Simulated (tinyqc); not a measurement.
Thermionic-field emission through a Schottky barrier, WKB: two steps of the calculation.

Metal on an n-type semiconductor with one parabolic valley; V > 0 is forward bias (metal positive). Energies E are counted from the conduction edge of the neutral semiconductor, whose Fermi level lies at -xi; that of the metal lies at -xi - V. The barrier is a parabola of height Vd = phi - xi - V (depletion approximation, no image force).

Values chosen for this exercise; band and dielectric values close to those of gallium nitride: temperature T = 200 K; electron mass me = 0.201 m0; relative permittivity eps_r = 9.51; barrier height seen from the metal phi = 0.99 eV; donor density Nd = 1.9e19 cm^-3; bias V = 0.13 V; points of the energy grid nE = 15; upper end of the energy grid Eb = 0.36 eV.

Constants: q = 1.602176634e-19 C, kB = 1.380649e-23 J/K, hbar = 1.054571817e-34 J s, h = 6.62607015e-34 J s, m0 = 9.1093837015e-31 kg, Vt = kB T/q, eps0 = 8.8541878128e-14 F/cm where lengths are in cm. Results are converted to the units shown.

Question 1. Fermi level, barrier and E00. Nc = 2 (2 pi me m0 kB T/h^2)^1.5 (times 1e-6 for cm^-3); Nd = Nc F12(-xi/Vt), F12(x) = (2/sqrt(pi)) int_0^infinity sqrt(u)/(1 + exp(u - x)) du; E00 = (hbar/2) sqrt(Nd/(me m0 eps0 eps_r)) in SI units (volts). W = sqrt(2 eps0 eps_r Vd/(q Nd)).

Give: Nc; xi; Vd; W; E00; E00/Vt.

Answer 1.

Nc = 1.231e18 cm^-3
xi = -0.1272 eV
Vd = 0.9872 V
W = 7.390 nm
E00 = 58.54 meV
E00/Vt = 3.396

By a common rule of thumb, E00/Vt below 0.5 marks thermionic emission, 0.5 to 5 thermionic-field emission and above 5 field emission. By that rule alone: thermionic-field emission; with a high barrier, tunnelling near its top can carry most of the current even below 0.5.

Question 2. Current density on a coarse grid. For E < Vd, ln T(E) = -(Vd/E00) [sqrt(1 - y) - y ln((1 + sqrt(1 - y))/sqrt(y))], y = E/Vd; T(E) = 1 above. J = A* T (q/kB) int_0^infinity T(E) N(E) dE, N = ln[(1 + exp((-xi - E)/Vt))/(1 + exp((-xi - V - E)/Vt))], A* = 4 pi q me m0 kB^2/h^3 (times 1e-4 for A/(cm^2 K^2)). Simpson's rule on nE equally spaced points from 0 to Eb.

xi = -0.12722377 eV
Vd = 0.98722377 V
E00 = 58.535026 meV

Find: E; T(E); N; T(E) N; J.

Answer 2.

```
point  E (eV)      T(E)         N    T(E) N
0      0.0000  4.736e-8     6.767  3.205e-7
1      0.0257  1.780e-7     5.717  1.018e-6
2      0.0514  4.919e-7     4.368  2.148e-6
3      0.0771  1.208e-6     2.949  3.563e-6
4      0.1029  2.746e-6     1.629  4.474e-6
5      0.1286  5.885e-6    0.6543  3.851e-6
6      0.1543  1.203e-5    0.1889  2.272e-6
7      0.1800  2.362e-5   0.04570  1.080e-6
8      0.2057  4.481e-5   0.01046  4.688e-7
9      0.2314  8.240e-5  0.002363  1.947e-7
10     0.2571  1.473e-4  5.319e-4  7.838e-8
11     0.2829  2.568e-4  1.197e-4  3.073e-8
12     0.3086  4.372e-4  2.692e-5  1.177e-8
13     0.3343  7.280e-4  6.054e-6  4.407e-9
14     0.3600  0.001187  1.362e-6  1.617e-9
```

J = 27.96 A/cm^2

The integrand peaks at E = 0.103 eV among these points, 0.10 of the barrier height.

Range of the model: The depletion approximation, a parabolic band and the neglect of image-force lowering make these currents estimates at high doping.

Numbers from tinyqc (`OMP_NUM_THREADS=1 python tinyqc.py 2640019 2640020 out.jsonl`; about 0.01 s on one thread of a shared Intel Xeon 2.30GHz).
